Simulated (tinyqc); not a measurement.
From results to parameters: Luttinger model of the valence bands. Computed by the program tinyqc.

Problem. In the four-band Luttinger model 1/m = g1 -/+ 2 g2 along [100] and g1 -/+ 2 g3 along [111]. Find g1, g2, g3 and the light hole mass along [111].

heavy and light hole masses along [100] (electron masses): 0.289855  0.068259
heavy hole mass along [111] = 0.613497 electron masses

Solution. The mean of the two inverse masses along [100] is g1 and a quarter of their difference is g2; g3 = (g1 - 1/m_hh[111])/2.

g1, g2, g3: 9.0500  2.8000  3.7100
light hole mass along [111] = 0.061 electron masses
